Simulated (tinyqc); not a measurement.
Isochronal anneals: hydrogen passivation of interface dangling bonds: competing passivation and dissociation with distributed barriers. Computed by tinyqc, a small Python program. Command: `OMP_NUM_THREADS=1 python tinyqc.py 3003180 3003181 out.jsonl passiv walk`. One thread of a shared host (Intel(R) Xeon(R) Processor @ 2.30GHz), about 0.01 s of CPU time with the checks.

P_b + H2 gives P_bH + H at the rate k_f [H2]; P_bH gives P_b + H at the rate k_d. All defects start unpassivated. E_f and E_d are Gaussian and independent.

Inputs (values chosen for the exercise, close to those used for P_b centres at the silicon-oxide interface): passivation prefactor k_f0 = 2e-07 cm^3/s; mean passivation barrier E_f = 1.59 eV; spread sigma_f = 0.12 eV; dissociation prefactor k_d0 = 1.8e+13 1/s; mean dissociation barrier E_d = 2.89 eV; spread sigma_d = 0.081 eV; H2 in the oxide per atm, solubility factor = 4.1e+17 1/(cm^3 atm); hydrogen pressure p = 0.03 atm; anneal time t = 260 s.

Constants: k_B = 8.617333262e-05 eV/K.

Method:
- [H2] = solubility factor x p; a = k_f0 [H2] exp(-E_f/(k_B T)), d = k_d0 exp(-E_d/(k_B T)). For one pair of barriers the active share is y = [d + a exp(-(a + d) t)]/(a + d).
- Temperatures in kelvin are T(C) + 273.15.
- Average y over both Gaussians with 40 x 40 Gauss-Hermite points.
- Minimise the averaged y over T between 150 and 900 C: find where ln y is equal at T - 0.05 and T + 0.05 C; T is rounded to 0.1 C.

best temperature = 591.5 C

Active share after the time t:
```
T (C)     a (1/s)     d (1/s)  single barriers  distributed
200    2.8509e-08  2.9669e-18       9.9999e-01   9.9952e-01
250    1.1848e-06  2.5965e-15       9.9969e-01   9.9278e-01
300    2.5696e-05  6.9686e-13       9.9334e-01   9.4427e-01
350    3.4015e-04  7.6235e-11       9.1536e-01   7.6896e-01
400    3.0678e-03  4.1520e-09       4.5039e-01   4.5127e-01
450    2.0413e-02  1.3010e-07       4.9612e-03   1.6337e-01
500    1.0630e-01  2.6110e-06       2.4563e-05   3.3129e-02
600    1.6351e+00  3.7526e-04       2.2946e-04   1.5590e-03
700    1.4342e+01  1.9429e-02       1.3529e-03   5.5824e-03
800    8.3927e+01  4.8208e-01       5.7112e-03   1.7146e-02
```

The distributed share is least at 600 C among these rows, 0.0016, and the search puts the optimum at 591.5 C. On the cold side defects with high E_f survive; on the hot side dissociation, with the larger barrier, gains on passivation with an energy E_d - E_f = 1.30 eV. In that row single barriers give 2.3e-4, so the spread raises the floor. Caution: atomic hydrogen, which both passivates and depassivates, and further passivation during cooling are left out.

Extremes, crossings and ranges named in words are read from the listed rows.
